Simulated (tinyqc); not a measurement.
Born-von Karman spring model of a cubic crystal with one atom per cell: one step, computed by the program tinyqc.

First neighbours lie at a (1,0,0) (6 of them), second at a (1,1,0) (12), with all permutations and signs; the volume per atom is Omega = a^3.

Question. Frequencies at the zone boundary. A neighbour at R with unit vector n couples by the matrix K(R) = kL n n^T + kT (1 - n n^T), and D(q) = (1/M) sum_R K(R) [1 - cos(q.R)]. An eigenvalue lambda of D in eV/(angstrom^2 u) gives nu = 15.6333042 THz x sqrt(lambda).

Inputs (values chosen for the exercise, for a model crystal):

| quantity | value | unit |
|---|---|---|
| atomic mass M | 170 | u |
| radial spring k1L | 0.413 | eV/angstrom^2 |
| transverse spring k1T | 0 | eV/angstrom^2 |
| radial spring k2L | 0.25 | eV/angstrom^2 |
| transverse spring k2T | 0 | eV/angstrom^2 |

Lattice: sc.

Constants: nu for 1 eV/(angstrom^2 u) = 15.6333042 THz.

Give: Frequencies (THz) at points given in 2 pi/a.

Answer.

Frequencies (THz) at points given in 2 pi/a:

| point | nu 1 | nu 2 | nu 3 |
|---|---|---|---|
| X (0.5, 0, 0) | 1.199 | 1.199 | 2.291 |
| M (0.5, 0.5, 0) | 1.696 | 1.953 | 1.953 |
| R (0.5, 0.5, 0.5) | 1.541 | 1.541 | 1.541 |
